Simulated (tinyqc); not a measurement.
From results back to parameters: dielectric confinement in a thin film (image charges). Two cases, with inputs chosen for the exercise.

Problem. The self-energy at the centre was computed from a hidden eh.

A film |z| < t/2 of dielectric constant eps between half-spaces of dielectric constant e2; lam = (eps - e2)/(eps + e2), q = e^2/(4 pi eps0). The self-energy of a band edge is taken with the high-frequency value, e2 = eh, and the field of a fixed ion with the static one, e2 = eo. A charge at z has images lam^|n| at n t + (-1)^n z. Its self-energy is S(z) = (q/2 eps) sum over n >= 1 of lam^n [1/(n t - 2z) + 1/(n t + 2z)] for odd n and 2 lam^n/(n t) for even n; at the centre S(0) = -(q/(eps t)) ln(1 - lam).

Constants: e^2/(4 pi eps0) = 14.39964547 eV angstrom.

Find: lam; eh.

Method. lam = 1 - exp(-S(0) eps t/q), and eh = eps (1 - lam)/(1 + lam).

Case 1.

Values chosen: t = 62 angstrom (film thickness); eps = 15.8 (dielectric constant of the film).
S(0) = 21.3101 meV

Solution.

lam = 0.7654
eh = 2.1

Case 2.

Values chosen: t = 88 angstrom (film thickness); eps = 15.9 (dielectric constant of the film).
S(0) = 15.4216 meV

Solution.

lam = 0.7765
eh = 2.0

Computed by tinyqc, one run a case: `OMP_NUM_THREADS=1 python tinyqc.py N N+1 out.jsonl` with N = 1282319, 1282335; one thread of a shared Intel(R) Xeon(R) Processor @ 2.30GHz, about 0.09 s a run at most.
